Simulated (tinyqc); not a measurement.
Heat flow across a film from the phonon Boltzmann equation in the relaxation-time approximation: one step, computed by the program tinyqc.

Two black walls, hot at x = 0 and cold at x = L, emit phonons isotropically. For one free path Lambda, with tau = x/Lambda, tau_L = L/Lambda and phi = (T - T_cold)/Delta T, energy balance gives phi(tau) = (1/2) [E2(tau) + int_0^tau_L phi(s) E1(|tau - s|) ds]; E_n are the exponential integrals. The flux over the ballistic flux C v Delta T/4 is psi = 1 - 2 int_0^tau_L phi(s) E2(s) ds, and kappa_eff/kappa = (3/4) tau_L psi. kappa = C v Lambda/3 is an input, so at fixed kappa a longer free path means a smaller C v.

Question. The small linear system for Lambda_1. Cut the film into n equal cells with constant phi, collocated at the centres c_i: the kernel integrates to A_ij = |E2(|c_i - e_j|) - E2(|c_i - e_(j+1)|)|/2 for cell edges e_j, and A_ii = 1 - E2(half a cell); solve (1 - A) phi = E2(c)/2; psi = 1 - 2 sum_j phi_j [E3(e_j) - E3(e_(j+1))].

Inputs (values chosen for the exercise, modelled on silicon): film thickness L = 61 nm; free path Lambda_1 = 170 nm; cells n in the small system = 5.

Give: optical thickness tau_L; 1 - A; right-hand side E2(c)/2; flux weights E3(e_j) - E3(e_(j+1)).

Answer.

optical thickness tau_L = 0.3588

1 - A:
```
         1        2        3        4        5
1   0.8648  -0.0780  -0.0543  -0.0419  -0.0338
2  -0.0780   0.8648  -0.0780  -0.0543  -0.0419
3  -0.0543  -0.0780   0.8648  -0.0780  -0.0543
4  -0.0419  -0.0543  -0.0780   0.8648  -0.0780
5  -0.0338  -0.0419  -0.0543  -0.0780   0.8648
```

right-hand side E2(c)/2: 0.4324  0.3544  0.3001  0.2583  0.2245

flux weights E3(e_j) - E3(e_(j+1)): 0.06254  0.05100  0.04315  0.03711  0.03225
